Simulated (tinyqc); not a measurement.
# Ballistic Schottky-barrier transistor with a two-dimensional channel, WKB contacts: effects of single changes

Source Fermi level 0, drain Fermi level -Vd. Far from the contacts Ec = pn - psi, and the gate moves psi one to one; the band edges relax as exp(-x/lam) from pn at the source and pn - Vd at the drain; Ev = Ec - Eg. A carrier of energy w inside the channel band meets at a contact a barrier of height D (the contact edge beyond the channel edge): T = 1 for w >= D, else exp(-S), S = 4 lam sqrt(m/C) [sqrt(D - w) - sqrt(w) arctan sqrt((D - w)/w)], C = hbar^2/(2 m0). The two contacts combine as Ts Td/(Ts + Td - Ts Td).

Inputs (values chosen for the exercise); channel values close to those of a black phosphorus layer:
- T = 300 K (temperature)
- Eg = 0.853 eV (band gap)
- pn = 0.38 eV (barrier for electrons at both contacts)
- mn = 0.16 m0 (electron mass)
- mp = 0.15 m0 (hole mass)
- g = 1 (valleys or subbands)
- lam = 4.7 nm (screening length at the contacts)
- Vd = 0.7 V (drain bias)

Constants: q = 1.602176634e-19 C, kB = 1.380649e-23 J/K, hbar = 1.054571817e-34 J s, h = 6.62607015e-34 J s, m0 = 9.1093837015e-31 kg, Vt = kB T/q, hbar^2/(2 m0) = 0.0380998212 eV nm^2. Results are converted to the units shown.

Each table varies one quantity; the others keep the values above.

## Ambipolar transfer curve

I/W = g (2 q^2/h) int T(w) [N(Es + w) - N(Ed + w)] dw with w the energy of motion along the channel, N(y) = (1/2 pi) sqrt(pi m kB T/C) Fm(-y/kB T), Fm(x) = (1/sqrt(pi)) int_0^infinity u^(-1/2)/(1 + exp(u - x)) du. Electrons: Ds = psi, Dd = psi - Vd, Es = Ec, Ed = Ec + Vd. Holes: Ds = -psi, Dd = Vd - psi, Es = -Ev, Ed = -Ev - Vd. The size of each current is taken; both flow from drain to source and add. The integrals are converged. Swing = d(psi)/d(log10 I).

Results:

| ps (V) | electrons (uA/um) | holes (uA/um) | I (uA/um) | swing (mV/decade) |
|---|---|---|---|---|
| -0.38 | 3.180e-11 | 7.125 | 7.125 | -359.4 |
| -0.3 | 7.022e-10 | 4.096 | 4.096 | -308.1 |
| -0.21 | 2.282e-8 | 1.956 | 1.956 | -255.2 |
| -0.13 | 5.039e-7 | 0.8873 | 0.8873 | -213.1 |
| -0.05 | 1.112e-5 | 0.3429 | 0.3429 | -176.7 |
| 0.03 | 1.306e-4 | 0.1093 | 0.1094 | -148.1 |
| 0.12 | 4.325e-4 | 0.02390 | 0.02433 | -132.2 |
| 0.2 | 0.001291 | 0.005493 | 0.006784 | -187.7 |
| 0.28 | 0.004207 | 0.001285 | 0.005492 | 302.3 |
| 0.45 | 0.06801 | 7.695e-5 | 0.06809 | 137.3 |
| 0.53 | 0.2489 | 2.373e-5 | 0.2489 | 149.9 |

Estimate the missing row, ps = 0.36 V.

Computed row:

| ps (V) | electrons (uA/um) | holes (uA/um) | I (uA/um) | swing (mV/decade) |
|---|---|---|---|---|
| 0.36 | 0.01504 | 3.244e-4 | 0.01536 | 146.2 |

With this row back in the table: I goes from 7.13 through a minimum of 0.00549 (at ps = 0.28 V among the rows listed) to 0.249 uA/um; the exact minimum lies at psi = 0.250 V. Holes carry the left branch and electrons the right. The ratio of the last row to the smallest is 45.3 and of the first row 1300, with barriers of 0.38 eV for electrons and 0.473 eV for holes. The steepest swing among the rows is 132 mV/decade, against the thermionic limit 59.5.

## Barrier height from the temperature dependence

Same model as above.

The apparent barrier is -d ln(I_e/T^1.5)/d(q/kB T), taken between T - 10 K and T + 10 K for the electron current.

Barrier height from the temperature dependence:

| ps (V) | electrons (uA/um) | Ec (eV) | apparent barrier (eV) |
|---|---|---|---|
| -0.25 | 4.86e-9 | 0.630 | 0.630 |
| -0.18 | 7.28e-8 | 0.560 | 0.560 |
| -0.11 | 1.09e-6 | 0.490 | 0.490 |
| -0.04 | 1.64e-5 | 0.420 | 0.420 |
| 0 | 7.70e-5 | 0.380 | 0.380 |
| 0.1 | 3.32e-4 | 0.280 | 0.334 |
| 0.17 | 8.49e-4 | 0.210 | 0.298 |
| 0.24 | 0.00230 | 0.140 | 0.257 |
| 0.31 | 0.00671 | 0.070 | 0.211 |
| 0.38 | 0.0209 | 0.000 | 0.161 |
| 0.45 | 0.0680 | -0.070 | 0.110 |

What does the table show?

For psi < 0 the channel edge is the highest point, and the apparent barrier follows Ec one to one (0.630 eV against 0.630). At flat band it is 0.380 eV (psi = 0 V), near pn = 0.38 eV. Beyond, the top stays at pn but tunnelling lowers the apparent value to 0.110 eV in the last row, so only the point where the line bends gives the true barrier.

Range of the model: No scattering, image-force lowering, channel charge or band-to-band tunnelling; parabolic kappa overstates S deep in the gap.

Program tinyqc, `OMP_NUM_THREADS=1 python tinyqc.py 2390023 2390024 out.jsonl`; Intel Xeon 2.30GHz, shared host, one thread, about 0.3 s.
